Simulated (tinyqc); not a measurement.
Charge stability of a double quantum dot, constant-interaction model with a charge sensor: two steps of the calculation.

Capacitance matrix C = [[C1, -Cm], [-Cm, C2]], C1 = G1 + X1 + Cm + L1, C2 = G2 + X2 + Cm + L2. Gate charges n1 = (G1 V1 + X1 V2)/q, n2 = (X2 V1 + G2 V2)/q. The state (N1, N2) has U = (1/2) d^T E d with d = (N1 - n1, N2 - n2) and E = q^2 C^(-1). Leads at 0 V; no tunnel coupling, spin or level spacing. The sensor reads s1 <N1> + s2 <N2>.

Inputs (values chosen for the exercise):
```
symbol  value  unit                    meaning
G1        1.4    aF            gate 1 to dot 1
G2          2    aF            gate 2 to dot 2
X1      0.054    aF            gate 2 to dot 1
X2       0.37    aF            gate 1 to dot 2
Cm        2.1    aF           between the dots
L1        9.4    aF  dot 1 to leads and ground
L2        9.3    aF  dot 2 to leads and ground
V1        154    mV          voltage of gate 1
V2       19.3    mV          voltage of gate 2
```

Constants: q = 1.602176634e-19 C. Results are converted to the units shown.

Task 1. Charging energies and lever arms. E = q^2 C^(-1) holds EC1, EC2 on the diagonal and ECm off it; the lever arms are A = C^(-1) [[G1, X1], [X2, G2]] (row: dot, column: gate).

Give: C; E; lever arms; gate charges.

Result 1.

C (aF):
```
        1      2
1  12.954   -2.1
2    -2.1  13.77
```

E (meV):
```
        1       2
1  12.682   1.934
2   1.934  11.930
```

lever arms (eV/V):
```
         1        2
1  0.11528  0.02842
2  0.04445  0.14958
```

gate charges: n1 1.3522, n2 0.5966

ECm is 15.7 % of the geometric mean of EC1 and EC2.

Task 2. Triple points. The states (0,0), (1,0), (0,1) meet where E n = (EC1/2, EC2/2), and (1,1), (1,0), (0,1) where E n = (EC1/2 + ECm, EC2/2 + ECm); the gate voltages follow from n.

E (meV):
```
           1          2
1  12.681730   1.934033
2   1.934033  11.930220
```

Give: gate charges; gate voltages; distance between the points.

Result 2.

gate charges:
```
                     n1       n2
electron point  0.43449  0.42956
hole point      0.56551  0.57044
```

gate voltages (mV):
```
                    V1      V2
electron point  48.744  25.394
hole point      63.408  33.967
```

distance between the points = 16.985 mV

The line between the two points is the (1,0)-(0,1) transition, where an electron moves from dot to dot.

tinyqc, about 0.01 s, one thread, Intel Xeon 2.30GHz (shared host): `OMP_NUM_THREADS=1 python tinyqc.py 2470110 2470111 out.jsonl`
